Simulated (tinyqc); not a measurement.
Tight binding, kagome lattice, step by step. One step of it, computed by the program tinyqc.

Task: Levels at k. Diagonalise the Hermitian matrix.

H(k) at k (eV), lower triangle (Hermitian):
```
                     A                    B         C
A             0.000000
B  -2.503668-1.701491i             0.000000
C  -1.830000-1.830000i  -3.531491-0.673668i  0.990000
```

Give: eigenvalues; weights |c|^2 of the basis functions.

Result:

eigenvalues (eV): -5.847  2.712  4.125

weights |c|^2 of the basis functions:
```
   band 1  band 2  band 3
A   0.317   0.683   0.000
B   0.390   0.168   0.442
C   0.293   0.150   0.557
```
